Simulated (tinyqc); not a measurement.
# Resistance of a source-drain extension with a graded tip: effects of single changes

y runs along the channel, the gate covers y > 0. The doping is N0 for y < y0 and N0 10^(-(y - y0)/la) beyond, uniform over the depth xj. Sheet conductance s(y) = q mu(N) max(N - Nch, 0) xj + (for y > 0) ma Cox Vo, with mu(N) = u0 + (u1 - u0)/(1 + (N/Nr)^au) and Cox = eps0 eox/tox. Current is taken as one-dimensional; depletion of the tip, spreading and the contact are left out. The metallurgical junction lies at yj, where N = Nch.

Values chosen for this exercise; mobility law close to that of electrons in silicon:

| symbol | value | unit | meaning |
|---|---|---|---|
| eox | 7.44 |  | relative permittivity of the gate insulator (close to silicon nitride) |
| tox | 6.5 | nm | insulator thickness |
| N0 | 1.5e20 | cm^-3 | active doping of the extension far from the gate |
| la | 1.6 | nm/decade | lateral abruptness |
| y0 | 1.4 | nm | position under the gate where the fall begins (gate edge at 0) |
| xj | 28 | nm | depth of the extension |
| Nch | 9.3e17 | cm^-3 | channel doping |
| Ls | 8 | nm | spacer length |
| Vo | 0.84 | V | gate overdrive |
| ma | 160 | cm^2/(V s) | mobility of the gate-induced layer |
| u1 | 1414 | cm^2/(V s) | mobility at low doping |
| u0 | 68.5 | cm^2/(V s) | mobility at high doping |
| Nr | 9.2e16 | cm^-3 | reference doping |
| au | 0.711 |  | exponent |
| Lg | 50 | nm | gate length |

Constants: q = 1.602176634e-19 C, eps0 = 8.8541878128e-14 F/cm where lengths are in cm. Results are converted to the units shown.

Each table varies one quantity; the others keep the values above.

## Abruptness at a fixed junction position

R_spacer = integral of dy/s from -Ls to 0, R_ov from 0 to yj, R_channel = (Lg - 2 yj)/(ma Cox Vo), R_total = 2 R_spacer + 2 R_ov + R_channel. Electrical length L_eff = ma Cox dR_total/d(1/Vo); R_series = R_total - L_eff/(ma Cox Vo). y0 is moved with la so that yj stays at 4.9322 nm.

The same in every row: yj (nm) = 4.932; R_channel (ohm um) = 294.7.

Abruptness at a fixed junction position:
```
la (nm/decade)  R_spacer (ohm um)  R_ov (ohm um)  R_total (ohm um)  L_eff (nm)  R_series (ohm um)
1                           1.585          5.171             308.2       40.78              8.806
1.6                         1.585          7.703             313.2       41.16              11.08
2.2                         1.585          10.23             318.3       41.54              13.34
2.8                         1.751          12.61             323.4       41.92              15.66
3.4                         2.329          14.63             328.6       42.28              18.18
4                           3.322          16.33             334.0       42.62              21.03
4.5                         4.445          17.53             338.6       42.89              23.71
5.1                         6.106          18.78             344.4       43.19              27.32
```

What does the table show?

As la goes from 1 to 5.1 nm/decade, R_total rises from 308 to 344 ohm um, R_spacer rises from 1.59 to 6.11 ohm um and R_ov rises from 5.17 to 18.8 ohm um. R_total changes on average by 8.84 ohm um for each nm/decade. L_eff exceeds the metallurgical length by 0.641 nm in the first row and 3.06 nm in the last, since the gate also controls the lightly doped tips.

## Effect of the depth of the extension

Same model as above.

The same in every row: yj (nm) = 4.932; R_channel (ohm um) = 294.7.

Results:
```
xj (nm)  R_spacer (ohm um)  R_ov (ohm um)  R_total (ohm um)  L_eff (nm)  R_series (ohm um)
4                    11.10          17.45             351.7       43.30              33.84
5.6                  7.926          15.52             341.6       42.83              27.08
7.7                  5.765          13.77             333.7       42.43              22.25
11                   4.035          11.92             326.6       42.01              18.13
15                   2.959          10.41             321.4       41.69              15.32
29                   1.531          7.565             312.9       41.13              10.88
40                   1.110          6.374             309.6       40.92              9.209
```

Estimate the missing row, xj = 21 nm.

Computed row:
```
xj (nm)  R_spacer (ohm um)  R_ov (ohm um)  R_total (ohm um)  L_eff (nm)  R_series (ohm um)
21                   2.114          8.891             316.7       41.38              12.84
```

With this row back in the table: As xj goes from 4 to 40, R_total falls from 352 to 310 ohm um, L_eff falls from 43.3 to 40.9 nm and R_series falls from 33.8 to 9.21 ohm um.

Computed by the program tinyqc: `OMP_NUM_THREADS=1 python tinyqc.py 2282181 2282182 out.jsonl`, one thread of a shared Intel Xeon 2.30GHz, about 0.04 s for the whole run.
